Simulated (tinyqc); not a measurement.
From results back to parameters: static screening by free carriers. Five cases, with inputs chosen for the exercise.

Problem. At zero temperature the gas shows Friedel oscillations of period pi/kF and a Thomas-Fermi length 1/qTF; n and m are hidden.

kF = (3 pi^2 n/Mv)^(1/3), EF = c kF^2/m with c = hbar^2/2m0, n in 1/angstrom^3 (1e-24 per 1/cm^3), e2 = e^2/(4 pi eps0). Thomas-Fermi: qTF^2 = 6 pi e2 n/(eps EF). Debye: qD^2 = 4 pi e2 n/(eps kB T).

Constants: hbar^2/2m0 = 3.80998211 eV angstrom^2; e^2/(4 pi eps0) = 14.39964547 eV angstrom.

Find: kF; n; m.

Method. kF = pi/period and n = Mv kF^3/(3 pi^2); qTF^2 = 2 e2 Mv m kF/(pi eps c) then gives m.

Case 1.

Values chosen (out of a larger set: a free-electron density near that of Al; not measured data): Mv = 1 (valleys); eps = 1 (background dielectric constant).

period = 1.79853 angstrom
1/qTF = 0.487787 angstrom

Solution.

kF = 1.747 1/angstrom
n = 1.80e+23 1/cm^3
m = 1.000 m0

Case 2.

Values chosen (out of a larger set: a free-electron density near that of Na; not measured data): Mv = 1 (valleys); eps = 1 (background dielectric constant).

period = 3.42782 angstrom
1/qTF = 0.673410 angstrom

Solution.

kF = 0.9165 1/angstrom
n = 2.60e+22 1/cm^3
m = 1.000 m0

Case 3.

Values chosen (out of a larger set: near those of Ge; not measured data): Mv = 4 (valleys); eps = 16.5 (background dielectric constant).

period = 127.944 angstrom
1/qTF = 17.9251 angstrom

Solution.

kF = 0.02455 1/angstrom
n = 2.00e+18 1/cm^3
m = 0.217 m0

Case 4.

Values chosen (out of a larger set: a free-electron density near that of Ag; not measured data): Mv = 1 (valleys); eps = 1 (background dielectric constant).

period = 2.64021 angstrom
1/qTF = 0.591003 angstrom

Solution.

kF = 1.190 1/angstrom
n = 5.69e+22 1/cm^3
m = 1.000 m0

Case 5.

Values chosen (out of a larger set: a free-electron density near that of Ag; not measured data): Mv = 1 (valleys); eps = 1 (background dielectric constant).

period = 2.63405 angstrom
1/qTF = 0.590314 angstrom

Solution.

kF = 1.193 1/angstrom
n = 5.73e+22 1/cm^3
m = 1.000 m0

Computed by tinyqc, one run a case: `OMP_NUM_THREADS=1 python tinyqc.py N N+1 out.jsonl` with N = 1681385, 1681413, 1681451, 1681478, 1681502; one thread of a shared Intel(R) Xeon(R) Processor @ 2.30GHz, about 0.01 s a run at most.
